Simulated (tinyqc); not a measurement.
Solubility, supersaturation, precipitation and gettering of an impurity in a silicon-like host: one step, computed by the program tinyqc.

The wafer was saturated at T1 and is then held at T.

Problem. Solubility, diffusivity, supersaturation. C_eq(T) = N0 exp(S/k_B - H/(k_B T)); D(T) = D0 exp(-Q/(k_B T)); C0 = C_eq(T1). Supersaturation s = C0/C_eq(T); critical radius r* = 2 gamma/(C_p k_B T ln s); barrier W* = (4 pi/3) gamma r*^2. Strain energy is left out.

Inputs (values chosen for the exercise, modelled on nickel in silicon):

| quantity | value | unit |
|---|---|---|
| site density N0 | 5e+22 | 1/cm^3 |
| enthalpy of solution H | 1.65 | eV |
| entropy of solution S | 3.2 | k_B |
| diffusion prefactor D0 | 0.0021 | cm^2/s |
| migration energy Q | 0.481 | eV |
| temperature of saturation T1 | 1350 | K |
| anneal temperature T | 908 | K |
| impurity density in the precipitate C_p | 3.8e+22 | 1/cm^3 |
| interface energy gamma | 0.54 | J/m^2 |

Constants: k_B = 8.617333262e-05 eV/K; k_B = 1.380649e-23 J/K.

Give: C0; C_eq(T); D(T); supersaturation s; critical radius r*; W*/(k_B T).

Solution.

C0 = 8.491e+17 1/cm^3

C_eq(T) = 8.522e+14 1/cm^3

D(T) = 4.492e-06 cm^2/s

supersaturation s = 996.5

critical radius r* = 0.3284 nm

W*/(k_B T) = 19.45

Caution: the barrier to homogeneous nucleation is below 35 k_B T for these inputs, so new precipitates would form and outnumber the fixed sinks assumed here. Caution: a critical radius of atomic size is outside the capillary model.
